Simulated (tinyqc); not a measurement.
Line shape against size: Raman line shape of confined optical phonons and breathing modes of small crystals. Computed by tinyqc, a small Python program. Command: `OMP_NUM_THREADS=1 python tinyqc.py 3023272 3023273 out.jsonl confine walk`. One thread of a shared host (Intel(R) Xeon(R) Processor @ 2.30GHz), about 0.02 s of CPU time with the checks.

Confinement in 3 direction(s) lets phonons with q away from zero scatter light. q is in units of 2 pi/a, from 0 to 1, and the branch is isotropic: omega(q)^2 = (omega_0^2 + omega_X^2)/2 + ((omega_0^2 - omega_X^2)/2) cos(pi q). The model and its constant beta are phenomenological; beta = 8 is the common choice.

Inputs (values chosen for the exercise, modelled on germanium):

| quantity | value | unit |
|---|---|---|
| bulk frequency omega_0 | 300.5 | 1/cm |
| frequency at the zone boundary omega_X | 233 | 1/cm |
| natural width Gamma_0 | 2.9 | 1/cm |
| lattice constant a | 5.658 | angstrom |
| size L | 4.1 | nm |
| confinement constant beta | 8 | - |

Shape: sphere.

Method:
- Weight W(q) = q^2 exp(-(2 L q/a)^2/(2 beta)) dq, that is exp(-k^2 L^2/(2 beta pi^2)) for k = 2 pi q/a.
- Width q_c = a sqrt(2 beta)/(2 L), where the exponential falls to 1/e; curvature of the branch: omega(q) = omega_0 - c q^2, c = pi^2 (omega_0^2 - omega_X^2)/(8 omega_0); for small q_c the mean of q^2 is (number of confined directions) q_c^2/2, and the mean shift is -c times that.
- I(omega) = int W(q) / [(omega - omega(q))^2 + (Gamma_0/2)^2] dq / int W dq x (Gamma_0/2)^2, by 400 Gauss-Legendre points on 0 < q < min(1, 2.5 a sqrt(2 beta)/L).
- The peak is the maximum of I; the width is taken between the half-maximum points, and the asymmetry is the low-side half-width over the high-side one.

mean shift, quadratic estimate = -16.8932 1/cm

Line shape:

| L (nm) | peak shift (1/cm) | full width (1/cm) | asymmetry | mean shift, quadratic estimate (1/cm) |
|---|---|---|---|---|
| 3 | -13.35 | 40.043 | 2.3914 | -31.553 |
| 3.6 | -9.1827 | 28.126 | 2.4318 | -21.912 |
| 4.4 | -6.3119 | 19.479 | 2.3838 | -14.668 |
| 5.5 | -4.3008 | 13.278 | 2.2345 | -9.3876 |
| 7 | -2.9274 | 9.1041 | 1.9971 | -5.7954 |
| 10 | -1.7171 | 5.7066 | 1.6077 | -2.8398 |
| 15 | -0.94221 | 3.937 | 1.2591 | -1.2621 |
| 25 | -0.41136 | 3.1265 | 1.0494 | -0.45436 |

What does the comparison show, and why?

The peak shift falls with exponent -2.05 at the small end and -1.62 at the large end. For still larger L it tends to the mean shift, which goes as 1/L^2; the ratio is 0.42 in the first row and 0.91 in the last. The width exceeds Gamma_0 by over 10 % for L up to 15 nm. In a sphere the factor q^2 removes the weight at q = 0, so the peak itself moves strongly.

Extremes, crossings and ranges named in words are read from the listed rows.
